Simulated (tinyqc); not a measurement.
Kinetics of strain relaxation and threading dislocations in mismatched semiconductor layers: one step, computed by the program tinyqc.

60-degree dislocations on {111} planes of a (001) layer, isotropic elasticity. The Schmid factor is 1/sqrt(6), and a misfit segment relieves strain with b/2.

Problem. Graded buffer. In steady grading, strain is fed at R_f R_g and relieved at (b/4) rho v. As a glide-limited estimate, the driving stress is taken as the mean stress of the strained top zone, whose depth z solves R_f z/2 = e_eq(z), with strain R_f z at the surface; tau_g = S R_f z/2 is its mean; then rho = 4 R_f R_g/(b m tau_g), m = v0 exp(-Q/(k_B T_g)), S = (1/sqrt 6) 2 G (1 + nu)/(1 - nu), e_eq(z) = b (1 - nu/4) [ln(z/b) + 1]/(4 pi (1 + nu) z).

Inputs (values chosen for the exercise, modelled on Ge on Si): misfit f = 0.0396; shear modulus G = 57.3 GPa; Poisson ratio nu = 0.26; Burgers vector b = 4 angstrom; glide activation energy Q = 1.65 eV; velocity prefactor v0 = 24000 m/s per MPa; grading rate (misfit per thickness) R_f = 0.0081 1/micrometre; growth temperature of the buffer T_g = 651 K; growth rate R_g = 0.29 nm/s.

Constants: k_B = 8.617333262e-05 eV/K.

Give: depth z of the strained zone; stress tau_g; thread density of the buffer; buffer thickness f/R_f.

Solution.

depth z of the strained zone = 205.5 nm

stress tau_g = 66.30 MPa

thread density of the buffer = 8.765e+06 1/cm^2

buffer thickness f/R_f = 4.889 micrometre

Raising T_g by 50 K would lower this density by a factor 8.1: fast glide lets few threads do the work.
